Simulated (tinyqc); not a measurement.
Inside a calculation. Method: empirical pseudopotential in a few plane waves. One step of it, computed by the program tinyqc.

Task: Levels at k. Diagonalise the Hermitian matrix.

H(k) at k (eV), order +0+0+0, -1-1-1, -1-1+1, -1+1-1, -1+1+1, +1-1-1, +1-1+1, +1+1-1, +1+1+1, -2+0+0, +0-2+0, +0+0-2, +0+0+2, +0+2+0, +2+0+0:
```
[[2.046658, 2.405169, -2.405169, -2.405169, -2.405169, -2.405169, -2.405169, -2.405169, 2.405169, 0.000000, 0.000000, 0.000000, 0.000000, 0.000000, 0.000000],
 [2.405169, 10.683148, 0.000000, 0.000000, -0.040817, 0.000000, -0.040817, -0.040817, 0.000000, -2.405169, -2.405169, -2.405169, -0.692689, -0.692689, -0.692689],
 [-2.405169, 0.000000, 18.085853, 0.040817, 0.000000, 0.040817, 0.000000, 0.000000, -0.040817, -2.405169, -2.405169, 0.692689, 2.405169, -0.692689, -0.692689],
 [-2.405169, 0.000000, 0.040817, 19.414544, 0.000000, 0.040817, 0.000000, 0.000000, -0.040817, -2.405169, 0.692689, -2.405169, -0.692689, 2.405169, -0.692689],
 [-2.405169, -0.040817, 0.000000, 0.000000, 26.817250, 0.000000, 0.040817, 0.040817, 0.000000, 2.405169, -0.692689, -0.692689, -2.405169, -2.405169, 0.692689],
 [-2.405169, 0.000000, 0.040817, 0.040817, 0.000000, 5.748011, 0.000000, 0.000000, -0.040817, 0.692689, -2.405169, -2.405169, -0.692689, -0.692689, 2.405169],
 [-2.405169, -0.040817, 0.000000, 0.000000, 0.040817, 0.000000, 13.150716, 0.040817, 0.000000, -0.692689, 2.405169, -0.692689, -2.405169, 0.692689, -2.405169],
 [-2.405169, -0.040817, 0.000000, 0.000000, 0.040817, 0.000000, 0.040817, 14.479407, 0.000000, -0.692689, -0.692689, 2.405169, 0.692689, -2.405169, -2.405169],
 [2.405169, 0.000000, -0.040817, -0.040817, 0.000000, -0.040817, 0.000000, 0.000000, 21.882113, -0.692689, -0.692689, -0.692689, -2.405169, -2.405169, -2.405169],
 [0.000000, -2.405169, -2.405169, -2.405169, 2.405169, 0.692689, -0.692689, -0.692689, -0.692689, 25.963091, 0.040817, 0.040817, -0.040817, -0.040817, 0.000000],
 [0.000000, -2.405169, -2.405169, 0.692689, -0.692689, -2.405169, 2.405169, -0.692689, -0.692689, 0.040817, 12.296558, 0.040817, -0.040817, 0.000000, -0.040817],
 [0.000000, -2.405169, 0.692689, -2.405169, -0.692689, -2.405169, -0.692689, 2.405169, -0.692689, 0.040817, 0.040817, 13.625249, 0.000000, -0.040817, -0.040817],
 [0.000000, -0.692689, 2.405169, -0.692689, -2.405169, -0.692689, -2.405169, 0.692689, -2.405169, -0.040817, -0.040817, 0.000000, 28.430660, 0.040817, 0.040817],
 [0.000000, -0.692689, -0.692689, 2.405169, -2.405169, -0.692689, 0.692689, -2.405169, -2.405169, -0.040817, 0.000000, -0.040817, 0.040817, 29.759350, 0.040817],
 [0.000000, -0.692689, -0.692689, -0.692689, 0.692689, 2.405169, -2.405169, -2.405169, -2.405169, 0.000000, -0.040817, -0.040817, 0.040817, 0.040817, 16.092817]]
```

Give: eigenvalues.

Result:

eigenvalues (eV): [-1.109, 3.872, 8.583, 9.171, 12.058, 14.975, 15.485, 17.752, 19.305, 19.479, 21.448, 25.107, 28.784, 30.496, 33.069]
